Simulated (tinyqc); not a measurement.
X-ray reflectivity of a thin film on silicon: critical angles, Parratt recursion, fringes and roughness: one step, computed by the program tinyqc. Command: `OMP_NUM_THREADS=1 python tinyqc.py 3121480 3121481 out.jsonl xrr walk`. One thread of a shared host (Intel(R) Xeon(R) Processor @ 2.30GHz), about 0.01 s of CPU time with the checks.

n = 1 - delta + i beta; the classical electron radius is r_e = 2.8179403e-6 nm. Layer 0 is vacuum, 1 the film, 2 the substrate.

Problem. Reflectivity at one angle. k_j = (2 pi/lambda) sqrt(sin^2 theta - 2 delta_j + 2 i beta_j); r_ij = (k_i - k_j)/(k_i + k_j) x exp(-2 k_i k_j sigma^2) (Nevot-Croce); r = (r_01 + r_12 p)/(1 + r_01 r_12 p), p = exp(2 i k_1 d); R = |r|^2.

Inputs (values chosen for the exercise, modelled on ruthenium on silicon, copper K-alpha radiation):

| quantity | value | unit |
|---|---|---|
| wavelength lambda | 0.15406 | nm |
| film thickness d | 36.3 | nm |
| roughness of the surface sigma_1 | 0.57 | nm |
| roughness of the interface sigma_2 | 0.61 | nm |
| grazing angle theta | 1.69 | degrees |

Constants:

| layer | rho_e (1/nm^3) | delta | beta | critical angle (degrees) | q_c (1/nm) |
|---|---|---|---|---|---|
| film | 3277.972 | 3.489289e-05 | 2.756538e-06 | 0.4786368 | 0.6814020 |
| substrate | 711.402 | 7.572626e-06 | 1.741704e-07 | 0.2229774 | 0.3174375 |

Give: k_0, k_1, k_2; 1000 r_01; 1000 r_12; p; reflectivity R; q = 4 pi sin(theta)/lambda.

Solution.

k_0, k_1, k_2 (1/nm): 1.203  1.154+0.004i  1.192

1000 r_01 = 8.482-0.725i

1000 r_12 = -5.930+0.604i

p = -0.3557+0.6595i

reflectivity R = 1.274e-04

q = 4 pi sin(theta)/lambda = 2.406 1/nm
